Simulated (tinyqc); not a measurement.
## Depth and level of a trap from the time ratio

Question. For an oxide trap tc/te = exp(E/Vt) with E = E0 - dpsi - (xt/tox)(Vg - VT - dpsi), dpsi being the rise of the surface potential above its value at threshold. Find xt and E0, and the depth that would be read if dpsi were ignored.

Values chosen for this exercise: temperature T = 250 K; insulator thickness tox = 1.4 nm.

Constants: q = 1.602176634e-19 C, kB = 1.380649e-23 J/K, Vt = kB T/q. Results are converted to the units shown.

Vg - VT (V): [-0.1, 0.05]
tc/te: [6.8812270, 0.046738979]
dpsi (V): [-0.079003091, 0.022672726]

Answer. E + dpsi is a straight line in the oxide voltage Vg - VT - dpsi with slope -xt/tox and intercept E0. Ignoring dpsi assigns the motion of the bands to the trap and overstates its depth.

xt = 0.1700 nm
E0 = -0.04000 eV
depth read without dpsi = 1.004 nm

Program tinyqc, `OMP_NUM_THREADS=1 python tinyqc.py 2710086 2710087 out.jsonl`; Intel Xeon 2.30GHz, shared host, one thread, about 0.01 s.
